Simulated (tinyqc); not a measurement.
RKS/PBE in the sto-6g basis, for BeH2, spin multiplicity 1, step by step (part 2 of 2). Computed by tinyqc, a small Python program that keeps every step (integrals from PySCF). Command: `OMP_NUM_THREADS=1 python tinyqc.py 21506 21507 out.jsonl` (the two numbers bound the seeds that draw the settings). One thread of a shared host (Intel(R) Xeon(R) Processor @ 2.60GHz), about 1 s of CPU time with the checks.

Geometry (angstrom):
```
atom,x,y,z
Be,0.000000,0.000000,0.000000
H,0.000000,1.247000,0.000000
H,0.000000,-1.202000,0.000000
```

## Iteration 7 (converged): orbitals

converged F (hartree):
```
,1Be 1s,1Be 2s,1Be 2px,1Be 2py,1Be 2pz,2H 1s,3H 1s
1Be 1s,-3.741432,-1.061860,0.000000,0.000777,0.000000,-0.371333,-0.409575
1Be 2s,-1.061860,-0.489283,0.000000,0.004189,0.000000,-0.304158,-0.320946
1Be 2px,0.000000,0.000000,0.006144,0.000000,0.000000,0.000000,0.000000
1Be 2py,0.000777,0.004189,0.000000,-0.156467,0.000000,-0.210952,0.216419
1Be 2pz,0.000000,0.000000,0.000000,0.000000,0.006144,0.000000,0.000000
2H 1s,-0.371333,-0.304158,0.000000,-0.210952,0.000000,-0.219792,-0.065774
3H 1s,-0.409575,-0.320946,0.000000,0.216419,0.000000,-0.065774,-0.237095
```

X:
```
,1,2,3,4,5,6,7
1Be 1s,0.011725,-0.257728,0.977722,0.000000,0.000000,0.030325,0.227206
1Be 2s,-0.148826,1.336491,-0.117212,0.000000,0.000000,0.067187,0.491483
1Be 2px,0.000000,0.000000,0.000000,0.710645,0.703550,0.000000,0.000000
1Be 2py,1.603188,0.112102,0.006169,0.000000,0.000000,0.538717,-0.069805
1Be 2pz,0.000000,0.000000,0.000000,-0.703550,0.710645,0.000000,0.000000
2H 1s,-1.081092,-0.940183,-0.239195,0.000000,0.000000,0.416072,0.297827
3H 1s,1.270888,-0.782303,-0.234002,0.000000,0.000000,-0.318052,0.396865
```

Diagonalise F' = X^T F X, C = X C', fill 3 alpha and 3 beta electrons from the bottom; D = 2 C_occ C_occ^T. Each column has its largest component positive (the first on a tie).

F' = X^T F X (hartree):
```
,1,2,3,4,5,6,7
1,0.763020,0.022891,-0.003737,0.000000,0.000000,0.024246,-0.003571
2,0.022891,0.269035,0.221999,0.000000,0.000000,0.010882,0.081602
3,-0.003737,0.221999,-3.046417,0.000000,0.000000,-0.174161,-1.363091
4,0.000000,0.000000,0.000000,0.006144,0.000000,0.000000,0.000000
5,0.000000,0.000000,0.000000,0.000000,0.006144,0.000000,0.000000
6,0.024246,0.010882,-0.174161,0.000000,0.000000,-0.273171,-0.085950
7,-0.003571,0.081602,-1.363091,0.000000,0.000000,-0.085950,-0.963525
```

orbital energies (hartree): MO1 -3.745099, MO2 -0.290670, MO3 -0.262863, MO4 0.006144, MO5 0.006144, MO6 0.282898, MO7 0.764675

coefficients C:
```
,MO1,MO2,MO3,MO4,MO5,MO6,MO7
1Be 1s,0.990834,-0.237751,-0.026189,0.000000,0.000000,-0.189946,0.001253
1Be 2s,0.037522,0.550687,0.072324,0.000000,0.000000,1.323236,-0.085533
1Be 2px,0.000000,0.000000,0.000000,0.998580,-0.053272,0.000000,0.000000
1Be 2py,0.000012,-0.060487,0.501177,0.000000,0.000000,0.036234,1.619184
1Be 2pz,0.000000,0.000000,0.000000,0.053272,0.998580,0.000000,0.000000
2H 1s,-0.005157,0.329848,0.441478,0.000000,0.000000,-0.908392,-1.114823
3H 1s,-0.004551,0.425985,-0.349382,0.000000,0.000000,-0.860053,1.223653
```

D after iteration 7:
```
,1Be 1s,1Be 2s,1Be 2px,1Be 2py,1Be 2pz,2H 1s,3H 1s
1Be 1s,2.077925,-0.191283,0.000000,0.002535,0.000000,-0.190187,-0.193275
1Be 2s,-0.191283,0.619790,0.000000,0.005877,0.000000,0.426758,0.418290
1Be 2px,0.000000,0.000000,0.000000,0.000000,0.000000,0.000000,0.000000
1Be 2py,0.002535,0.005877,0.000000,0.509674,0.000000,0.402615,-0.401737
1Be 2pz,0.000000,0.000000,0.000000,0.000000,0.000000,0.000000,0.000000
2H 1s,-0.190187,0.426758,0.000000,0.402615,0.000000,0.607459,-0.027422
3H 1s,-0.193275,0.418290,0.000000,-0.401737,0.000000,-0.027422,0.607103
```

Within a degenerate level the vectors are fixed only up to a rotation; this is one choice.

## Convergence

Stop when the energy changes by less than 1e-09 hartree and every element of the error matrix X^T (F D S - S D F) X is below 9e-06.

Course of the cycle:
```
iteration,E (hartree),change,largest element of the error matrix
1,-15.54384746,-,6.71e-01
2,-15.77394023,-2.30e-01,2.00e-01
3,-15.81407152,-4.01e-02,1.87e-02
4,-15.81436816,-2.97e-04,1.03e-03
5,-15.81436898,-8.15e-07,1.94e-04
6,-15.81436901,-2.74e-08,2.91e-06
7,-15.81436901,-6.78e-12,7.76e-09
```

PySCF RKS in the same basis, fine grid = -15.81172018 hartree

Converged in 7 iterations. The coarse grid moves the energy by -2.65e-03 hartree.

## Populations, bond orders and dipole

overlap S:
```
,1Be 1s,1Be 2s,1Be 2px,1Be 2py,1Be 2pz,2H 1s,3H 1s
1Be 1s,1.000000,0.254764,0.000000,0.000000,0.000000,0.088423,0.097541
1Be 2s,0.254764,1.000000,0.000000,0.000000,0.000000,0.498530,0.517051
1Be 2px,0.000000,0.000000,1.000000,0.000000,0.000000,0.000000,0.000000
1Be 2py,0.000000,0.000000,0.000000,1.000000,0.000000,0.549339,-0.559540
1Be 2pz,0.000000,0.000000,0.000000,0.000000,1.000000,0.000000,0.000000
2H 1s,0.088423,0.498530,0.000000,0.549339,0.000000,1.000000,0.057027
3H 1s,0.097541,0.517051,0.000000,-0.559540,0.000000,0.057027,1.000000
```

Mulliken: Z minus the diagonal of D S on the atom; Loewdin: the same with S^(1/2) D S^(1/2); Mayer order: 2 sum_s sum (D(s) S)_ij (D(s) S)_ji over the two atoms.

Charges (e):
```
atom,Mulliken,Loewdin
1Be,0.050755,0.038612
2H,-0.023003,-0.017866
3H,-0.027752,-0.020745
```

Mayer bond orders:
```
pair,order
2-1,0.999119
3-1,0.998878
3-2,0.000352
```

dipole moment about the origin, x y z (debye): 0.000000  0.009306  0.000000
